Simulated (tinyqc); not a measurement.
Bound state in one dimension: Numerov shooting, finite differences, DVR, step by step. Computed by tinyqc, a small Python program that keeps every step. Settings: points = 64. Command: `OMP_NUM_THREADS=1 python tinyqc.py 31670 31671 out.jsonl` (the two numbers bound the seeds that draw the settings). One thread of a shared host (Intel(R) Xeon(R) Processor @ 2.60GHz), about 0.01 s of CPU time with the checks.

## Numerov steps at E = 0.1

One particle of mass 1 in V = 0.87^2 x^2/2 + 0.05 x^4 (atomic units), psi = 0 at both ends:
```
parameter                 value
left end              -4.500000
right end              4.500000
intervals                    64
h                      0.140625
state sought (nodes)          1
```

k_i = 2 m (E - V_i); (1 + h^2 k_(i+1)/12) y_(i+1) = 2 (1 - 5 h^2 k_i/12) y_i - (1 + h^2 k_(i-1)/12) y_(i-1), from y_0 = 0, y_1 = 0.001.

Points along the way:
```
i         x        V         k         y
0   -4.5000  28.1667  -56.1335    0.0000
1   -4.3594  25.2500  -50.3000    0.0010
2   -4.2188  22.5738  -44.9475    0.0031
3   -4.0781  20.1237  -40.0474    0.0080
4   -3.9375  17.8860  -35.5720    0.0196
5   -3.7969  15.8473  -31.4945    0.0455
21  -1.5469   1.1918   -2.1837  147.1023
22  -1.4062   0.9439   -1.6879  188.1760
23  -1.2656   0.7345   -1.2690  235.5058
24  -1.1250   0.5591   -0.9181  288.7207
25  -0.9844   0.4137   -0.6273  347.1555
26  -0.8438   0.2948   -0.3895  409.8792
```

## Bisection on the node count

With more sign changes than the state has nodes (the last point included) the energy is too high, else too low; the bracket starts as 0.1 to 12.

Trials:
```
trial         E  sign changes  y at the right end   next
1      6.050000             5           -4.53e+02  lower
2      3.075000             3           -4.12e+04  lower
3      1.587500             2            2.63e+05  lower
4      0.843750             1           -6.82e+06  raise
5      1.215625             1           -1.85e+06  raise
6      1.401563             1           -4.13e+05  raise
7      1.494531             2            3.62e+03  lower
8      1.448047             1           -1.83e+05  raise
9      1.471289             1           -8.43e+04  raise
10     1.482910             1           -3.91e+04  raise
11     1.488721             1           -1.74e+04  raise
12     1.491626             1           -6.83e+03  raise
13     1.493079             1           -1.58e+03  raise
14     1.493805             2            1.02e+03  lower
...         ...           ...                 ...    ...
29     1.493520             1           -6.05e-02  raise
30     1.493520             1           -2.08e-02  raise
31     1.493520             1           -8.70e-04  raise
```

eigenvalue = 1.493520 hartree

## The same grid by other methods

Three-point finite differences and the sine-DVR kinetic matrix of Colbert and Miller on the same points.

Lowest levels (hartree):
```
state  finite differences     DVR
0                  0.4752  0.4758
1                  1.4899  1.4935
2                  2.6162  2.6270
3                  3.8281  3.8513
```
